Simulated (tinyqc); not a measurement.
# Resistance of a source-drain extension with a graded tip: two studies

y runs along the channel, the gate covers y > 0. The doping is N0 for y < y0 and N0 10^(-(y - y0)/la) beyond, uniform over the depth xj. Sheet conductance s(y) = q mu(N) max(N - Nch, 0) xj + (for y > 0) ma Cox Vo, with mu(N) = u0 + (u1 - u0)/(1 + (N/Nr)^au) and Cox = eps0 eox/tox. Current is taken as one-dimensional; depletion of the tip, spreading and the contact are left out. The metallurgical junction lies at yj, where N = Nch.

Parameters, values chosen for the exercise; mobility law close to that of electrons in silicon:
```
symbol,value,unit,meaning
eox,3.9,,relative permittivity of the gate insulator (close to silicon dioxide)
tox,1.3,nm,insulator thickness
N0,7.6e19,cm^-3,active doping of the extension far from the gate
la,2.5,nm/decade,lateral abruptness
xj,29,nm,depth of the extension
Nch,3.6e17,cm^-3,channel doping
Ls,24,nm,spacer length
Vo,0.51,V,gate overdrive
ma,110,cm^2/(V s),mobility of the gate-induced layer
u1,1414,cm^2/(V s),mobility at low doping
u0,68.5,cm^2/(V s),mobility at high doping
Nr,9.2e16,cm^-3,reference doping
au,0.711,,exponent
Lg,40,nm,gate length
```

Constants: q = 1.602176634e-19 C, eps0 = 8.8541878128e-14 F/cm where lengths are in cm. Results are converted to the units shown.

Each table varies one quantity; the others keep the values above.

## Abruptness at a fixed junction position

R_spacer = integral of dy/s from -Ls to 0, R_ov from 0 to yj, R_channel = (Lg - 2 yj)/(ma Cox Vo), R_total = 2 R_spacer + 2 R_ov + R_channel. Electrical length L_eff = ma Cox dR_total/d(1/Vo); R_series = R_total - L_eff/(ma Cox Vo). y0 is moved with la so that yj stays at 10.511 nm.

The same in every row: yj (nm) = 10.51; R_channel (ohm um) = 127.4.

Result of one run:

| la (nm/decade) | R_spacer (ohm um) | R_ov (ohm um) | R_total (ohm um) | L_eff (nm) | R_series (ohm um) |
|---|---|---|---|---|---|
| 8.7 | 17.36 | 41.30 | 244.7 | 26.97 | 63.72 |

What becomes of these results when the lateral abruptness la is changed from 8.7 to 4.9 nm/decade, all else the same?

Result of the changed run:

| la (nm/decade) | R_spacer (ohm um) | R_ov (ohm um) | R_total (ohm um) | L_eff (nm) | R_series (ohm um) |
|---|---|---|---|---|---|
| 4.9 | 8.629 | 28.47 | 201.6 | 23.78 | 41.97 |

The whole series:

| la (nm/decade) | R_spacer (ohm um) | R_ov (ohm um) | R_total (ohm um) | L_eff (nm) | R_series (ohm um) |
|---|---|---|---|---|---|
| 1 | 8.563 | 8.657 | 161.8 | 20.00 | 27.57 |
| 2.3 | 8.563 | 15.28 | 175.0 | 21.26 | 32.36 |
| 3.6 | 8.563 | 21.91 | 188.3 | 22.52 | 37.15 |
| 4.9 | 8.629 | 28.47 | 201.6 | 23.78 | 41.97 |
| 6.1 | 9.799 | 33.61 | 214.2 | 24.90 | 47.09 |
| 7.4 | 12.77 | 37.94 | 228.8 | 26.00 | 54.31 |
| 8.7 | 17.36 | 41.30 | 244.7 | 26.97 | 63.72 |
| 10 | 23.35 | 43.98 | 262.0 | 27.81 | 75.36 |

As la goes from 1 to 10 nm/decade, R_total rises from 162 to 262 ohm um, R_spacer rises from 8.56 to 23.3 ohm um and R_ov rises from 8.66 to 44.0 ohm um. R_total changes on average by 11.1 ohm um for each nm/decade. L_eff exceeds the metallurgical length by 1.02 nm in the first row and 8.84 nm in the last, since the gate also controls the lightly doped tips.

## Effect of the position under the gate where the fall begins

Same model as above.

Effect of the position under the gate where the fall begins:

| y0 (nm) | yj (nm) | R_spacer (ohm um) | R_ov (ohm um) | R_channel (ohm um) | R_total (ohm um) | L_eff (nm) | R_series (ohm um) |
|---|---|---|---|---|---|---|---|
| -4 | 1.811 | 16.11 | 8.651 | 244.1 | 293.6 | 38.29 | 36.72 |
| -2 | 3.811 | 9.595 | 13.19 | 217.3 | 262.9 | 34.77 | 29.50 |
| 0 | 5.811 | 8.563 | 14.71 | 190.4 | 237.0 | 30.83 | 30.08 |
| 2 | 7.811 | 8.563 | 15.39 | 163.6 | 211.5 | 26.84 | 31.36 |
| 4 | 9.811 | 8.563 | 16.06 | 136.7 | 186.0 | 22.85 | 32.65 |
| 6 | 11.81 | 8.563 | 16.74 | 109.9 | 160.5 | 18.86 | 33.94 |
| 8 | 13.81 | 8.563 | 17.42 | 83.06 | 135.0 | 14.87 | 35.22 |

Read the table: what changes, and by how much?

As y0 goes from -4 to 8, R_total falls from 294 to 135 ohm um, L_eff falls from 38.3 to 14.9 nm and R_series goes from 36.7 through a minimum of 29.5 (at y0 = -2 among the rows listed) to 35.2 ohm um. More overlap also shortens the channel and adds capacitance, effects on threshold and speed that are left out.

tinyqc, about 0.03 s, one thread, Intel Xeon 2.30GHz (shared host): `OMP_NUM_THREADS=1 python tinyqc.py 2282079 2282080 out.jsonl`
